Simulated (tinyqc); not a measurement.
Stability and critical current from long pulses.

Question. For long pulses a magnetic tunnel junction switches at I = Ic0 [1 - ln(tp/t0)/Delta]. Find Ic0 and Delta.

Inputs (values chosen for the exercise): attempt time t0 = 1 ns.

switching current for pulses of 0.0001 and 0.1 s (uA): [17.072470, 12.597193]

Solution. I is linear in ln tp: it equals Ic0 at tp = t0, and the slope is -Ic0/Delta.

Ic0 = 24.53 uA
Delta = 37.86

Computed by the program tinyqc: `OMP_NUM_THREADS=1 python tinyqc.py 2450031 2450032 out.jsonl`, one thread of a shared Intel Xeon 2.30GHz, about 0.01 s for the whole run.
